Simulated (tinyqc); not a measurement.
# MOS inversion layer, Poisson-Schroedinger loop: effect of the temperature

Electrons confined at an insulator interface at z = 0, treated as a hard wall; parabolic valleys, Hartree approximation, no image or exchange terms. The depletion charge lies far deeper than the electrons and gives a uniform field q Nd/(eps0 eps_r); the gate balances all charge. Energies are counted from the band edge at the interface.

Schroedinger equation -(C/mz) psi'' + (V0 + U + dE for set B) psi = E psi, C = hbar^2/(2 m0), psi(0) = 0, on a uniform mesh of 800 nodes with a far wall at 32 nm, 8 levels a set; V0 = q Nd z/(eps0 eps_r); dU/dz = q (Ns - integral of n from 0 to z)/(eps0 eps_r), U(0) = 0; N_k = g md m0 q Vt/(pi hbar^2) ln(1 + exp((EF - E_k)/Vt)), g the number of valleys of the set, sum N_k = Ns. Triangular well: E_k = a_k (C F^2/mz)^(1/3), a_1 = 2.338107, a_2 = 4.087949, C = hbar^2/(2 m0), F in eV/nm. Fang-Howard (all electrons in the lowest level of set A): b^3 = 6 (mz1/C) q (Nd + 11 Ns/32)/(eps0 eps_r), centroid 3/b, level C b^2/(4 mz1) + (3/b) q (Nd + 11 Ns/16)/(eps0 eps_r). The centroid adds 3.9 z_av/eps_r to an oxide-equivalent thickness.

Parameters, values chosen for the exercise; masses and permittivity close to those of silicon (100):
```
symbol,value,unit,meaning
eps_r,11.6,,relative permittivity
mz1,0.932,m0,mass along z of valley set A (2 valley(s))
md1,0.191,m0,in-plane density-of-states mass of set A
mz2,0.193,m0,mass along z of valley set B (4 valley(s))
md2,0.414,m0,in-plane density-of-states mass of set B
Ns,3.4e11,cm^-2,sheet density of electrons
Nd,7.6e11,cm^-2,sheet density of depletion charge
dE,0,eV,extra shift of set B (strain)
```

Constants: q = 1.602176634e-19 C, kB = 1.380649e-23 J/K, hbar = 1.054571817e-34 J s, m0 = 9.1093837015e-31 kg, Vt = kB T/q, eps0 = 8.8541878128e-14 F/cm where lengths are in cm, hbar^2/(2 m0) = 0.0380998212 eV nm^2. Results are converted to the units shown.

The same in every row: Fang-Howard centroid (nm) = 2.38.

Results:
```
T (K),A1 (meV),B1 (meV),EF (meV),share of A1 (%),share of set A (%),centroid z_av (nm),added oxide equivalent (nm)
20,50.9,81.6,52.4,100,100,2.24,0.752
50,50.9,81.6,48.9,99.5,99.6,2.25,0.755
77,50.9,81.8,44.1,94.7,95.4,2.32,0.781
120,51.2,82.5,33.2,78.5,82.1,2.59,0.870
300,52.0,84.7,-39.0,35.3,50.0,3.61,1.21
400,52.2,85.3,-89.6,26.2,44.3,4.11,1.38
500,52.3,85.8,-145,20.7,40.9,4.59,1.54
```

Estimate the missing row, T = 200 K.

Computed row:
```
T (K),A1 (meV),B1 (meV),EF (meV),share of A1 (%),share of set A (%),centroid z_av (nm),added oxide equivalent (nm)
200,51.7,83.8,5.11,52.5,62.0,3.09,1.04
```

With this row back in the table: As T goes from 20 to 500, A1 rises from 50.9 to 52.3 meV, the share of A1 falls from 100 to 20.7 % and the centroid rises from 2.24 to 4.59 nm. The Fang-Howard centroid is 6.3 % above the full one in the first row, where A1 holds 100 %, and 48 % below it in the last, where A1 holds 20.7 %. For T = 500 the eighth level of a set still holds over 0.4 % of the electrons, so more levels and a farther wall would raise the centroid.

tinyqc, about 0.8 s, one thread, Intel Xeon 2.30GHz (shared host): `OMP_NUM_THREADS=1 python tinyqc.py 2160110 2160111 out.jsonl`
